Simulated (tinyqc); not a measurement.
Thickness from the minima: X-ray reflectivity of a thin film on silicon: critical angles, Parratt recursion, fringes and roughness. Computed by tinyqc, a small Python program. Command: `OMP_NUM_THREADS=1 python tinyqc.py 3120967 3120968 out.jsonl xrr walk`. One thread of a shared host (Intel(R) Xeon(R) Processor @ 2.30GHz), about 0.01 s of CPU time with the checks.

n = 1 - delta + i beta; the classical electron radius is r_e = 2.8179403e-6 nm. Layer 0 is vacuum, 1 the film, 2 the substrate.

Inputs (values chosen for the exercise, modelled on Al2O3 on silicon, copper K-alpha radiation):
```
quantity                                        value     unit
wavelength lambda                             0.15406       nm
film density rho                                 3.27   g/cm^3
effective electrons per unit mass, film         0.487    mol/g
beta/delta, film                                0.013        -
film thickness d                                 12.8       nm
roughness of the surface sigma_1                 0.13       nm
roughness of the interface sigma_2               0.25       nm
substrate density                                2.33   g/cm^3
effective electrons per unit mass, substrate    0.507    mol/g
beta/delta, substrate                           0.023        -
grazing angle theta                             0.868  degrees
```

Constants: N_A = 6.02214076e+23 1/mol.

Method:
- delta = r_e lambda^2 rho_e/(2 pi), rho_e = density x electrons per mass x N_A; critical angle sqrt(2 delta), q_c = 4 sqrt(pi r_e rho_e).
- k_j = (2 pi/lambda) sqrt(sin^2 theta - 2 delta_j + 2 i beta_j); r_ij = (k_i - k_j)/(k_i + k_j) x exp(-2 k_i k_j sigma^2) (Nevot-Croce); r = (r_01 + r_12 p)/(1 + r_01 r_12 p), p = exp(2 i k_1 d); R = |r|^2.
- Far above the critical angle the period is d theta = lambda/(2 d), or 2 pi/d in q; the envelope runs between (|r_01| - |r_12 p|)^2 and (|r_01| + |r_12 p|)^2; contrast = 2 a b/(a^2 + b^2) with a = |r_01|, b = |r_12 p|; roughness factors on the amplitudes are about exp(-q^2 sigma^2/2).
- Minima of R theta^4 are located on 6001 points over 7.5 periods, from 1.15 times the larger critical angle. With refraction, sin^2(theta_m) = 2 delta + m^2 (lambda/(2 d))^2, m integer or half-integer; the first six minima are used, and the first order is the one that minimises the largest residual of the least-squares line plus the distance of its intercept from 2 delta. Without refraction, d = lambda/(2 x mean step of sin theta).

Constants:
```
layer      rho_e (1/nm^3)        delta         beta  critical angle (degrees)  q_c (1/nm)
film              959.020  1.02084e-05  1.32710e-07                  0.258891    0.368565
substrate         711.402  7.57263e-06  1.74170e-07                  0.222977    0.317437
```

period in theta = 0.344804 degrees

Minima:
```
order m  theta (degrees)  sin^2 theta
1                 0.4326    0.0000570
2                 0.7361    0.0001650
3                 1.0653    0.0003457
4                 1.4020    0.0005986
5                 1.7425    0.0009246
6                 2.0842    0.0013227
```

d with refraction = 12.808 nm

d without refraction = 13.365 nm

Against d = 12.8 nm the errors are +0.07 % with and +4.41 % without refraction. The orders are integers, as r_01 and r_12 have opposite signs for a film denser than the substrate.

Extremes, crossings and ranges named in words are read from the listed rows.
